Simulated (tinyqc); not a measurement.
Temperature and segregation coefficient: dopant redistribution at a moving silicon-oxide interface during parabolic oxidation. Computed by tinyqc, a small Python program. Command: `OMP_NUM_THREADS=1 python tinyqc.py 3022647 3022648 out.jsonl segox walk`. One thread of a shared host (Intel(R) Xeon(R) Processor @ 2.30GHz), about 0.01 s of CPU time with the checks.

Uniformly doped silicon is oxidised with x_ox = sqrt(B t); the interface advances into the silicon by alpha x_ox, alpha = 0.44. The dopant does not move in the oxide, and at the interface C(silicon) = m C(oxide).

Inputs (values chosen for the exercise, modelled on arsenic in silicon under steam):
```
quantity                                         value    unit
dopant prefactor D0                               9.01  cm^2/s
dopant activation energy E                        3.98      eV
oxidation prefactor B0                             421  um^2/h
oxidation activation energy E_B                  0.784      eV
segregation coefficient m = C(silicon)/C(oxide)     12       -
```

Constants: k_B = 8.617333262e-05 eV/K.

Method:
- D = D0 exp(-E/(k_B T)), converted with 1 cm^2/s = 3.6e11 um^2/h; B = B0 exp(-E_B/(k_B T)); s = alpha sqrt(B/(4 D)), the interface advance over 2 sqrt(D t).
- Temperatures in kelvin are T(C) + 273.15.
- With the dopant diffusivity D and s = alpha x_ox/(2 sqrt(D t)), in the silicon C = C_B + (C_s - C_B) erfc(y/(2 sqrt(D t)))/erfc(s), y from the original surface. Dopant balance at the interface gives C_s/C_B = 1/[1 + (1/(m alpha) - 1) g], g = sqrt(pi) s exp(s^2) erfc(s).

C_s/C_B:
```
T (C)       s  this m  m = 0.2  m = 1/alpha  m = 10
850    37.116  5.2718  0.08803            1  4.3946
900    18.364  5.2469  0.08812            1  4.3780
950     9.623  5.1626  0.08843            1  4.3219
1000    5.306  4.9241  0.08938            1  4.1611
1050    3.060  4.4030  0.09190            1  3.7989
1100    1.837  3.6118  0.09761            1  3.2189
1150    1.143  2.7999  0.10847            1  2.5827
1200    0.734  2.1788  0.12631            1  2.0650
```

What does the comparison show, and why?

s falls from 37.1 to 0.734 as T rises, because diffusion has the larger activation energy (3.98 against 0.784 eV); the ratio for this m moves from 5.272 to 2.179, towards 1. At m = 1/alpha the oxide takes exactly what the silicon held, and nothing moves. The ratio does not depend on time, since both lengths grow as sqrt(t).
